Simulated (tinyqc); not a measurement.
Field dependence: Hall effect and magnetoresistance of several carrier groups with constant relaxation times. Computed by tinyqc, a small Python program. Command: `OMP_NUM_THREADS=1 python tinyqc.py 3001356 3001357 out.jsonl hall2 walk`. One thread of a shared host (Intel(R) Xeon(R) Processor @ 2.30GHz), about 0.01 s of CPU time with the checks.

Group 1 has charge +e and group 2 charge +e; s_i is that sign. B lies along z; mu B is formed with mu in m^2/(V s).

Inputs (values chosen for the exercise, for a model conductor): density n1 = 5.9e+16 1/cm^3; mobility mu1 = 170000 cm^2/(V s); density n2 = 9.7e+16 1/cm^3; mobility mu2 = 96000 cm^2/(V s); magnetic field B = 0.46 T.

Carriers: light and heavy holes. Densities: per volume.

Constants: e = 1.602176634e-19 C.

Method:
- Weak field: R_H(0) = sum s_i n_i mu_i^2/(e (sum n_i mu_i)^2); MR = c B^2 with c = n1 n2 mu1 mu2 (s1 mu1 - s2 mu2)^2/(n1 mu1 + n2 mu2)^2. Strong field: R_H = 1/(e sum s_i n_i); rho_xx saturates at (n1/mu1 + n2/mu2)/(e (sum s_i n_i)^2).
- sigma_xx = sum n_i e mu_i/(1 + mu_i^2 B^2); sigma_xy = sum s_i n_i e mu_i^2 B/(1 + mu_i^2 B^2).
- rho_xx = sigma_xx/(sigma_xx^2 + sigma_xy^2); Hall coefficient R_H = sigma_xy/(B (sigma_xx^2 + sigma_xy^2)), with B in V s/cm^2 (1 T = 1e-4 V s/cm^2); magnetoresistance MR = rho_xx(B)/rho_xx(0) - 1.

saturation MR = 7.89074 %

Against the field:
```
B (T)        mu1 B  rho_xx (ohm cm)  R_H (cm^3/C)      MR (%)
0.0029  4.9300e-02       3.2273e-04        43.356  1.1481e-02
0.0088  1.4960e-01       3.2303e-04        43.317  1.0447e-01
0.024   4.0800e-01       3.2500e-04        43.057  7.1600e-01
0.059   1.0030e+00       3.3227e-04        42.100  2.9686e+00
0.15    2.5500e+00       3.4296e-04        40.694  6.2798e+00
0.35    5.9500e+00       3.4701e-04        40.160  7.5357e+00
0.88    1.4960e+01       3.4797e-04        40.034  7.8324e+00
2.4     4.0800e+01       3.4813e-04        40.013  7.8828e+00
7.1     1.2070e+02       3.4815e-04        40.010  7.8898e+00
```

What follows from these numbers?

MR starts as B^1.99 and ends as B^0.00; it saturates at 7.89 %. One group alone would show no magnetoresistance in this model. The rows with mu1 B well above 1 show the semiclassical limit; Landau quantisation is left out. Caution: mu B is well above 1, where Landau quantisation, left out here, shows at low temperature.
